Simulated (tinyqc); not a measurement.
Planar metal-insulator-metal capacitor: capacitance, non-linearity, leakage and relaxation: one step of the calculation.

A film between two metal electrodes, each interface adding a series capacitance ci. The small-signal permittivity is ek (1 + aq E^2); the field is found with the linear permittivity. Leakage J = J0 sinh(E/Ef). After a voltage step the film passes a relaxation current kr C V tt^(-nr), tt being the time in seconds.

Problem. Planar capacitance, field and non-linearity. Planar film: Cf = eps0 ek/t, 1/C = 1/Cf + 2/ci, EOT = 3.9 eps0/C, effective permittivity C t/eps0, E = (V/t) C/Cf; quadratic coefficient [C(V)/C - 1]/V^2 with Cf (1 + aq E^2) in C(V).

Parameters, values chosen for the exercise; permittivity of the order of that of hafnium oxide:
- ek = 21.8 (relative permittivity of the film)
- t = 30 nm (film thickness)
- ci = 1000 uF/cm^2 (capacitance of each electrode interface (dead layer and screening))
- aq = 0.0074 cm^2/MV^2 (quadratic field coefficient of the permittivity)
- V = 1.2 V (bias)
- J0 = 1.1e-11 A/cm^2 (leakage prefactor)
- Ef = 0.21 MV/cm (field for an e-fold rise of the leakage)

Constants: eps0 = 8.8541878128e-14 F/cm where lengths are in cm. Results are converted to the units shown.

Give: Cf; C; EOT; effective permittivity; E; quadratic coefficient; J.

Solution.

Cf = 0.6434 uF/cm^2
C = 0.6426 uF/cm^2
EOT = 5.374 nm
effective permittivity = 21.77
E = 0.3995 MV/cm
quadratic coefficient = 819.1 ppm/V^2
J = 3.604e-11 A/cm^2

The interfaces take 0.129 % of the voltage.

tinyqc, about 0.01 s, one thread, Intel Xeon 2.30GHz (shared host): `OMP_NUM_THREADS=1 python tinyqc.py 2102080 2102081 out.jsonl`
